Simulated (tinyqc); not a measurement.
# Worked calculation: MOSFET with velocity saturation and source resistance

Numbers from tinyqc (`OMP_NUM_THREADS=1 python tinyqc.py 2500128 2500129 out.jsonl`; about 0.01 s on one thread of a shared Intel Xeon 2.30GHz). Printed values are rounded.

Strong inversion, charge Q = Cox (Vg - m V) at channel potential V with Vg the gate overdrive, and drift velocity v = mu E/(1 + mu E/vsat). Integrating along the channel gives I = mu Cox (1/L)(Vg Vd - m Vd^2/2)/(1 + Vd/Vc) per width, Vc = vsat L/mu, which peaks at Vdsat. Units: I in uA/um, Rs in ohm um, so the drop over Rs is 1e-6 I Rs volts.

Values chosen for this exercise: gate capacitance Cox = 2.36 uF/cm^2; mobility at low gate voltage mu0 = 120 cm^2/(V s); mobility degradation th = 0.6 1/V; saturation velocity vsat = 8.8e6 cm/s; body factor m = 1.05; threshold VT = 0.44 V; channel length L = 0.18 um; source resistance Rs = 200 ohm um; gate voltage Vgs = 1.2 V.

## Saturation without source resistance

Vg = Vgs - VT (0 if negative), mu = mu0/(1 + th Vg), Vc = vsat L/mu, x = sqrt(1 + 2 Vg/(m Vc)), Vdsat = 2 Vg/(m (1 + x)), Isat = Cox vsat Vg (x - 1)/(x + 1) per width. Long-channel limit: mu Cox Vg^2/(2 m L); short-channel limit: Cox vsat Vg.

Vg = 0.76 V
mu = 82.4176 cm^2/(V s)
Vc = 1.92192 V
Vdsat = 0.622876 V
Isat = 220.101 uA/um
long-channel limit = 297.213 uA/um
short-channel limit = 1578.37 uA/um

Isat is 0.741 of the long-channel and 0.139 of the short-channel limit.

## Iteration 1: saturation current with source resistance

I at the start = 0 uA/um

Vg = Vgs - I Rs - VT (0 if negative), mu = mu0/(1 + th Vg), Vc = vsat L/mu, x = sqrt(1 + 2 Vg/(m Vc)), Vdsat = 2 Vg/(m (1 + x)), Isat = Cox vsat Vg (x - 1)/(x + 1) per width. I(new) = Isat.

Vg = 0.76 V
mu = 82.4176 cm^2/(V s)
Vc = 1.92192 V
Vdsat = 0.622876 V
Isat = 220.101 uA/um
I after iteration 1 = 220.101 uA/um

## Iteration 2: saturation current with source resistance

As before.

Vg = 0.715980 V
mu = 83.9403 cm^2/(V s)
Vc = 1.88706 V
Vdsat = 0.589735 V
Isat = 200.948 uA/um
I after iteration 2 = 200.948 uA/um

## Course of the iteration: saturation current with source resistance

Stop when I changes by less than 1e-6 uA/um, or after 80 iterations.

Course of the iteration:
```
iteration  I (uA/um)  |change| (uA/um)
1            220.101               220
2            200.948              19.2
3            202.597              1.65
4            202.455             0.142
5            202.467            0.0123
6            202.466           1.06e-3
7            202.466           9.11e-5
8            202.466           7.86e-6
9            202.466           6.77e-7
```

Converged in 9 iterations. At the end each change is about 0.086 times the one before, with alternating sign: linear convergence. The resistance lowers Isat by 8.01 %.
